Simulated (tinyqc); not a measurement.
Anisotropic elasticity and sound waves of a cubic crystal: one step, computed by the program tinyqc.

Voigt order 1..6 = xx, yy, zz, yz, xz, xy, with engineering shear strains. The rotated frame has x' as named, z' along the wafer normal and y' = z' x x'.

Task: Moduli along the axes of the frame. Invert C' to S'. E along x' = 1/S'11, along y' = 1/S'22; Poisson ratios nu(x'y') = -S'12/S'11 and nu(x'z') = -S'13/S'11; in-plane shear modulus 1/S'66.

Frame: (112) wafer, x' along [1-10].

C' (GPa):
```
          1         2         3         4         5         6
1  221.6600   88.0267  105.2133  -24.3056    0.0000    0.0000
2   88.0267  238.8467   88.0267    0.0000    0.0000    0.0000
3  105.2133   88.0267  221.6600   24.3056    0.0000    0.0000
4  -24.3056    0.0000   24.3056   41.0367    0.0000    0.0000
5    0.0000    0.0000    0.0000    0.0000   58.2233  -24.3056
6    0.0000    0.0000    0.0000    0.0000  -24.3056   41.0367
```

Give: E along x'; E along y'; nu(x'y'); nu(x'z'); in-plane shear modulus.

Result:

E along x' = 131.36 GPa

E along y' = 191.44 GPa

nu(x'y') = 0.18479

nu(x'z') = 0.49861

in-plane shear modulus = 30.890 GPa

E differs between x' and y' by -31.4 %.
